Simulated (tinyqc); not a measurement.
Raising U: Hubbard ring of 5 sites, mean field against exact. Computed by the program tinyqc. Command: `OMP_NUM_THREADS=1 python tinyqc.py 110405 110406 out.jsonl`; one thread of a shared host (Intel(R) Xeon(R) Processor @ 2.60GHz), about 9 s.

one-body matrix (hopping and site energies) (eV):
```
         1        2        3        4        5
1   0.0000  -1.9700   0.0000   0.0000  -1.9700
2  -1.9700   0.0000  -1.9700   0.0000   0.0000
3   0.0000  -1.9700   0.0000  -1.9700   0.0000
4   0.0000   0.0000  -1.9700   0.0000  -1.9700
5  -1.9700   0.0000   0.0000  -1.9700   0.0000
```

electrons, up and down: 3  2

Collinear unrestricted mean field (the lowest of 40 random starts) against exact diagonalisation.

Exact and mean-field results (eV):
```
U          U/t    E exact  E mean field  mean |n_up - n_down|  double occupancy, exact  first gap in the sector
0.980    0.497  -10.40119     -10.36374                 0.200                    0.222                    0.000
1.970    1.000   -9.35266      -9.19887                 0.220                    0.202                    0.000
3.940    2.000   -7.56483      -6.95839                 0.335                    0.161                    0.000
5.910    3.000   -6.17186      -5.07180                 0.611                    0.123                    0.000
7.880    4.000   -5.12216      -3.87182                 0.787                    0.092                    0.000
11.820   6.000   -3.73883      -2.60756                 0.909                    0.053                    0.000
15.760   8.000   -2.91026      -1.96209                 0.949                    0.033                    0.000
23.640  12.000   -1.99712      -1.31102                 0.978                    0.016                    0.000
39.400  20.000   -1.21729      -0.78751                 0.992                    0.006                    0.000
```

In absolute terms mean field is worst at U/t = 4.0, 1.250 eV too high: at small U it is nearly exact, and at large U it misses only exchange-scale energies. Relative to the exact energy its error is 0.4 % at the smallest U, 35 % at most and 35 % at the largest. The double occupancy falls from 0.222 to 0.006; the lowest level is degenerate at every U, so the first gap stays zero.
